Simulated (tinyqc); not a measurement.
Worked calculation: capillary instabilities by surface diffusion: grooving and agglomeration of films, edge retraction, wire break-up and smoothing of roughness. Computed by tinyqc, a small Python program that keeps every step. Command: `OMP_NUM_THREADS=1 python tinyqc.py 3011395 3011396 out.jsonl dewet walk`. One thread of a shared host (Intel(R) Xeon(R) Processor @ 2.30GHz), about 0.01 s of CPU time with the checks. Intermediate numbers are printed to about 6 digits and carried at full precision; extremes and crossings named in words are read from the listed rows.

Isotropic surface energy; shapes change by surface diffusion alone.

Inputs (values chosen for the exercise, of the order of those of a cobalt film):

| quantity | value | unit |
|---|---|---|
| surface energy gamma_s | 2.25 | J/m^2 |
| grain-boundary energy gamma_b | 0.84 | J/m^2 |
| interface energy gamma_i | 1.7 | J/m^2 |
| contact angle on the substrate theta | 95 | degrees |
| atomic volume Omega | 11.1 | angstrom^3 |
| surface sites nu | 13 | 1/nm^2 |
| prefactor D0 | 4.7e-06 | m^2/s |
| activation energy Q | 1.68 | eV |
| temperature T | 785 | K |
| time t | 6300 | s |
| film thickness h | 9.3 | nm |
| grain radius R | 62 | nm |
| wire radius r | 32 | nm |
| initial ripple over radius | 0.01 | - |
| roughness wavelength lambda | 52 | nm |

Grooves: at the surface and the interface.

Constants: k_B = 8.617333262e-05 eV/K; k_B = 1.380649e-23 J/K.

## The Mullins constant

B = D_s nu gamma_s Omega^2/(k_B T), D_s = D0 exp(-Q/(k_B T)).

D_s = 7.69716e-17 m^2/s

B = 25.5947 nm^4/s

length (B t)^(1/4) = 20.0388 nm

Lengths grow as t^(1/4): doubling one takes 16 times as long, or roughly 100 K more.

## Will grooves cut through?

Groove angle beta: sin(beta) = gamma_b/(2 gamma). For circular grains of radius R with spherical caps the groove ends (measured from the mean surface) at the depth R g(beta), g = (2 - 3 cos beta + cos^3 beta)/(3 sin^3 beta). The film parts if R [g(beta_s) + g(beta_i)] > h.

beta_s = 10.7583 degrees

beta_i = 14.3035 degrees

sum of g = 0.110286

critical R/h = 9.06734

final depth over h = 0.735239

The grooves stop short by this estimate; triple junctions groove deeper and may still open.

## Groove growth in time

Mullins' isolated groove: depth below the flat surface d = 0.780 m (B t)^(1/4), m = tan(beta_s), width between the ridges 4.6 (B t)^(1/4); time to reach h: (h/(0.780 m))^4/B.

groove depth = 2.96985 nm

groove width = 92.1786 nm

time to reach the substrate = 605803 s

Caution: the grains are too small for the surface groove ever to reach the depth h.

## Retraction of a straight edge

A rim shaped as a circular segment with contact angle theta holds the area h x; its radius r obeys r^2 (theta - sin theta cos theta) = h x. To advance, the edge must carry a strip of the rim height H = r (1 - cos theta) over the rim, driven by the curvature 1/r over the distance r theta (the scaling argument of Brandon and Bradshaw): H dx/dt = B/(theta r^2) gives x^(5/2) = (5/2) B t c^(3/2)/(theta (1 - cos theta) h^(3/2)), c = theta - sin theta cos theta.

retraction x = 50.5575 nm

rim height H = 17.8461 nm

present speed = 0.00321000 nm/s

The rim is 1.9 times the film thickness. x goes as t^(2/5) h^(-3/5): thin films retract faster.

## Break-up of a free wire

A wire with r + A cos(k z) has dA/dt = (B/r^4) (kr)^2 [1 - (kr)^2] A: unstable for wavelengths above 2 pi r, fastest at kr = 1/sqrt 2 with the rate B/(4 r^4); break-up time about (4 r^4/B) ln(r/A0); each wavelength makes a sphere of radius (3 r^2 lambda_m/4)^(1/3).

fastest wavelength = 284.345 nm

break-up time = 754668 s

radius of the spheres = 60.2193 nm

t over the break-up time = 0.00834804

The wire survives t. Caution: faceting can stabilise wires along low-index directions.

## Smoothing against break-up

Roughness of wavelength lambda on a flat face decays as exp[-B (2 pi/lambda)^4 t]; the smoothing time is that for a factor e^3.

Times (s); the last column is (h/(0.780 tan beta_s))^4/B:

| T (K) | B (nm^4/s) | smoothing | wire break-up | groove to depth h |
|---|---|---|---|---|
| 667 | 3.72192e-01 | 3.78137e+04 | 5.18966e+07 | 4.16595e+07 |
| 706 | 1.76729e+00 | 7.96355e+03 | 1.09294e+07 | 8.77349e+06 |
| 746 | 7.35213e+00 | 1.91427e+03 | 2.62720e+06 | 2.10896e+06 |
| 785 | 2.55947e+01 | 5.49877e+02 | 7.54668e+05 | 6.05803e+05 |
| 824 | 7.89920e+01 | 1.78169e+02 | 2.44524e+05 | 1.96290e+05 |
| 864 | 2.25270e+02 | 6.24757e+01 | 8.57436e+04 | 6.88299e+04 |
| 942 | 1.33843e+03 | 1.05152e+01 | 1.44314e+04 | 1.15847e+04 |

All times share 1/B, so their ratios do not depend on T: break-up over smoothing is 1400. An anneal can smooth this roughness well before the wire breaks. Smoothing is safe for lambda well below 2 pi r, above which a ripple along the wire grows instead. B spans 3.6 decades over these rows.

Checks made by the program: g against the volume of a spherical cap (relative difference below 1e-10).
